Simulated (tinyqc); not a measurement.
One-electron ion in a basis of Gaussians, step by step. Computed by tinyqc, a small Python program that keeps every step. Settings: Z = 2, l = 1. Command: `OMP_NUM_THREADS=1 python tinyqc.py 31109 31110 out.jsonl` (the two numbers bound the seeds that draw the settings). One thread of a shared host (Intel(R) Xeon(R) Processor @ 2.60GHz), about 0.01 s of CPU time with the checks.

## Matrices over normalised Gaussians

exponents of r^l exp(-a r^2) (1/bohr^2): 0.03164  0.04488  0.06365  0.09028  0.12800  0.18160

Z = 2

l = 1

With p = a_i + a_j and I(k) = Gamma((k+1)/2) / (2 p^((k+1)/2)): S = I(2l+2), T = (2l+3) a_i a_j S / p, V = -Z I(2l+1), each divided by sqrt(S_ii S_jj).

S:
```
         1        2        3        4        5        6
1  1.00000  0.96272  0.86099  0.71974  0.56758  0.42618
2  0.96272  1.00000  0.96275  0.86101  0.71993  0.56749
3  0.86099  0.96275  1.00000  0.96273  0.86112  0.71977
4  0.71974  0.86101  0.96273  1.00000  0.96281  0.86103
5  0.56758  0.71993  0.86112  0.96281  1.00000  0.96268
6  0.42618  0.56749  0.71977  0.86103  0.96268  1.00000
```

T (hartree):
```
         1        2        3        4        5        6
1  0.07910  0.08933  0.09098  0.08431  0.07200  0.05742
2  0.08933  0.11220  0.12670  0.12906  0.11961  0.10211
3  0.09098  0.12670  0.15912  0.17970  0.18303  0.16962
4  0.08431  0.12906  0.17970  0.22570  0.25486  0.25961
5  0.07200  0.11961  0.18303  0.25486  0.32000  0.36139
6  0.05742  0.10211  0.16962  0.25961  0.36139  0.45400
```

V (hartree):
```
          1         2         3         4         5         6
1  -0.37847  -0.40066  -0.39987  -0.37810  -0.34119  -0.29609
2  -0.40066  -0.45075  -0.47718  -0.47624  -0.45036  -0.40632
3  -0.39987  -0.47718  -0.53679  -0.56828  -0.56717  -0.53628
4  -0.37810  -0.47624  -0.56828  -0.63930  -0.67677  -0.67546
5  -0.34119  -0.45036  -0.56717  -0.67677  -0.76123  -0.80589
6  -0.29609  -0.40632  -0.53628  -0.67546  -0.80589  -0.90671
```

## Generalised eigenproblem

H = T + V (hartree):
```
          1         2         3         4         5         6
1  -0.29937  -0.31134  -0.30889  -0.29378  -0.26919  -0.23867
2  -0.31134  -0.33855  -0.35048  -0.34719  -0.33074  -0.30421
3  -0.30889  -0.35048  -0.37767  -0.38858  -0.38413  -0.36666
4  -0.29378  -0.34719  -0.38858  -0.41360  -0.42191  -0.41585
5  -0.26919  -0.33074  -0.38413  -0.42191  -0.44123  -0.44450
6  -0.23867  -0.30421  -0.36666  -0.41585  -0.44450  -0.45271
```

Solve H C = S C e through S^(-1/2); each column has its largest component positive (the first on a tie).

eigenvalues of S: 0.00001  0.00037  0.00687  0.09152  0.88428  5.01695

eigenvalues (hartree): -0.47799  -0.21439  -0.09666  0.04928  0.35387  0.74210

coefficients:
```
           1          2          3          4          5           6
1   -1.23720    3.60901  -10.82227   17.40651   14.22639   -13.19565
2    5.41092   -8.07347   24.70807  -58.86920  -56.95305    61.79177
3  -10.59481   12.41895  -22.44868   82.06693   94.40371  -129.70610
4   12.85355  -12.18075   11.03416  -62.08150  -77.26579   151.70406
5   -8.87831    7.40685   -2.02470   29.00647   27.77826   -97.45518
6    3.53966   -2.69310   -0.88004   -7.54111   -1.95237    27.00275
```

For Z = 2 and l = 1 the exact lowest level is -Z^2/(2 n^2) with n = l + 1: -0.500000 hartree. The basis is nearly linearly dependent, so rounded matrices do not reproduce these digits.
